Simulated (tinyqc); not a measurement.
Inside a calculation. Model: off-state leakage of single and stacked transistors.

Numbers from tinyqc (`OMP_NUM_THREADS=1 python tinyqc.py 2242130 2242131 out.jsonl`; about 0.03 s on one thread of a shared Intel Xeon 2.30GHz). Printed values are rounded.

n-channel devices of unit width. Subthreshold current I(Vg, Vs, Vd) = I0 (T/300 K)^0.5 exp[(Vg - Vs - VT(T) - gb (Vs - Vb) + dd (Vd - Vs))/(nf Vt)] (1 - exp(-(Vd - Vs)/Vt)), VT(T) = VT - cT (T - 300 K). Gate-edge tunnelling Ig (Vd/1 V) exp(ag (Vd - 1 V)), for a gate at 0 V, and band-to-band leakage Ab u exp(-Bb/u), u = Vd - Vb + 1 V, flow at a drain held at V; both are taken as independent of T. In a stack of off transistors (all gates at 0 V) the same subthreshold current passes through each.

Inputs (values chosen for the exercise); values of the order met in bulk silicon logic transistors:
- T = 398 K (temperature)
- V = 0.8 V (supply voltage)
- VT = 0.44 V (threshold at 300 K, zero drain and body bias)
- cT = 0.7 mV/K (fall of the threshold with temperature)
- I0 = 0.75 uA/um (current at threshold at 300 K)
- nf = 1.37 (slope factor)
- dd = 0.1 (drain-induced lowering per volt)
- gb = 0.11 (rise of the threshold per volt of source-body bias)
- Ig = 2e-5 uA/um (gate-edge tunnelling current at 1 V)
- ag = 5.8 1/V (exponential slope of the gate current)
- Ab = 100 uA/(um V) (prefactor of band-to-band leakage at the drain)
- Bb = 29 V (its exponential voltage)
- Vb = 0 V (body voltage)

Constants: q = 1.602176634e-19 C, kB = 1.380649e-23 J/K, Vt = kB T/q. Results are converted to the units shown.

## Leakage of one transistor

Vg = Vs = 0, Vd = V; effective threshold VT(T) - gb Vb - dd V.

effective threshold = 0.2914 V
parts (nA/um): subthreshold 1.750105, gate edge 0.005015779, band-to-band 0.01812616
total = 1.773247 nA/um
shares (%): subthreshold 98.69494, gate edge 0.2828585, band-to-band 1.022202

The subthreshold part is the largest.

## Starting value

Vx = dd V/(1 + gb + 2 dd), the solution for Vx well above Vt, rounded to three decimals.

Vx at the start = 0.061 V

## Iteration 1: new Vx

Stack of two, Vx the node between them: I_low = I(0, 0, Vx), I_up = I(0, Vx, V), f = ln(I_up/I_low), f' = -(1 + gb + 2 dd)/(nf Vt) - 1/(Vt (exp(Vx/Vt) - 1)) - 1/(Vt (exp((V - Vx)/Vt) - 1)), Vx(new) = Vx - f/f'.

I_low = 0.3017724 nA/um
I_up = 0.3637863 nA/um
f = 0.1868935
f' = -33.80461 1/V
Vx after iteration 1 = 0.06652864 V

## Iteration 2: new Vx

As before.

I_low = 0.3145810 nA/um
I_up = 0.3155111 nA/um
f = 0.002952193
f' = -32.77453 1/V
Vx after iteration 2 = 0.06661871 V

## Course of the iteration

Stop when the step is below 1e-11 V, or after 40 iterations.

Course of the iteration:
```
iteration,Vx before the step (V),step (V)
1,0.061,5.53e-3
2,0.06652864,9.01e-5
3,0.06661871,2.06e-8
4,0.06661873,1.11e-15
```

Converged in 4 iterations. The subthreshold current of the stack is 0.3148 nA/um, 5.56 times less than that of one transistor (the drain leakage is unchanged); the estimate exp[dd V (1 + gb + dd)/((1 + gb + 2 dd) nf Vt)] gives 4.82.
